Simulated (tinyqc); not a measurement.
# Channel mobility from two channel lengths

Problem. Two power MOSFETs differ only in channel length: R_on = R_rest + Lc (Wp + a)/(2 mch Cox Vov), Cox = 3.9 eps0/tox. Find mch and R_rest.

Inputs (values chosen for the exercise): gate oxide thickness (eps_r 3.9) tox = 79 nm; gate overdrive Vov = 12 V; width of the p body in one cell, channels included Wp = 5 um; gap between neighbouring p bodies a = 2.3 um.

Constants: eps0 = 8.8541878128e-14 F/cm where lengths are in cm. Results are converted to the units shown.

R_on at Lc = 0.47 and 1.4 um (mohm cm^2): [4.6082273, 7.1968474]

Answer. R_on is a straight line in Lc; its slope gives mch and its intercept the rest.

mch = 25.0 cm^2/(V s)
R_rest = 3.30 mohm cm^2

Numbers from tinyqc (`OMP_NUM_THREADS=1 python tinyqc.py 2230131 2230132 out.jsonl`; about 0.01 s on one thread of a shared Intel Xeon 2.30GHz).
